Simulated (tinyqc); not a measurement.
# IGBT as a p-i-n diode in series with a MOS channel, on-state and switching loss: effect of the current density

High injection (n = p) in a drift layer from x = -W/2 (anode) to +W/2 (cathode side), recombination only in the layer with lifetime tau, ideal emitters. The channel feeds the cathode side and carries the whole current. Auger recombination, carrier-carrier scattering, emitter losses and the carrier dip under the p body are left out.

b = mn/mp, B = (b - 1)/(b + 1), La = sqrt(2 Vt mn mp tau/(mn + mp)), y = W/(2 La). n(x) = (tau J/(2 q La))[cosh(x/La)/sinh y - B sinh(x/La)/cosh y]. Vm = Vt [(8 b/(b + 1)^2)(sinh y/s) arctan(s sinh y) + B ln((1 + B tanh^2 y)/(1 - B tanh^2 y))], s = sqrt(1 - B^2 tanh^2 y); Vj = Vt ln(n(-W/2) n(W/2)/ni^2), ni = sqrt(Nc Nv) exp(-Eg/(2 Vt)), Eg in volts; Vc = J Rch; Von = Vm + Vj + Vc. Stored charge tau J, turn-off energy Eoff = ks tau J Vdc, loss at half duty 0.5 J Von + f Eoff. A unipolar device on the same layer has Vu = J (W/(q mn Nd) + Rch).

Values chosen for this exercise; material values close to those of silicon:

| symbol | value | unit | meaning |
|---|---|---|---|
| T | 350 | K | temperature |
| Eg | 1.13 | eV | band gap |
| Nc | 3.54e19 | cm^-3 | conduction-band density of states at T |
| Nv | 3.3e19 | cm^-3 | valence-band density of states at T |
| mn | 997 | cm^2/(V s) | electron mobility |
| mp | 342 | cm^2/(V s) | hole mobility |
| W | 350 | um | width of the drift layer |
| Nd | 1.8e13 | cm^-3 | doping of the drift layer |
| tau | 13 | us | high-injection lifetime |
| Rch | 2.1 | mohm cm^2 | channel and accumulation resistance |
| Vdc | 1800 | V | link voltage |
| ks | 0.09 |  | turn-off energy per stored charge and link voltage |
| f | 1 | kHz | switching frequency |

Constants: q = 1.602176634e-19 C, kB = 1.380649e-23 J/K, Vt = kB T/q. Results are converted to the units shown.

The same in every row: y = 1.238.

Results:
```
J (A/cm^2),Von (V),Vu (V),Eoff (mJ/cm^2),total loss (W/cm^2)
0.3,0.5856,3.652,0.6318,0.7196
0.76,0.6427,9.253,1.601,1.845
1.9,0.7003,23.13,4.001,4.667
4.8,0.7623,58.44,10.11,11.94
12,0.8327,146.1,25.27,30.27
31,0.9299,377.4,65.29,79.70
78,1.084,949.6,164.3,206.6
500,2.082,6087,1053,1574
```

Estimate the missing row, J = 200 A/cm^2.

Computed row:
```
J (A/cm^2),Von (V),Vu (V),Eoff (mJ/cm^2),total loss (W/cm^2)
200,1.397,2435,421.2,560.9
```

With this row back in the table: As J goes from 0.3 to 500 A/cm^2, Von rises from 0.586 to 2.08 V, Eoff rises from 0.632 to 1050 mJ/cm^2 and the total loss rises from 0.720 to 1570 W/cm^2. Von is below Vu in 9 of the 9 rows. For J = 78 to 500 A/cm^2 the density at the anode passes 2e17 cm^-3, where Auger recombination and emitter losses matter.

Computed by the program tinyqc: `OMP_NUM_THREADS=1 python tinyqc.py 2590047 2590048 out.jsonl`, one thread of a shared Intel Xeon 2.30GHz, about 0.01 s for the whole run.
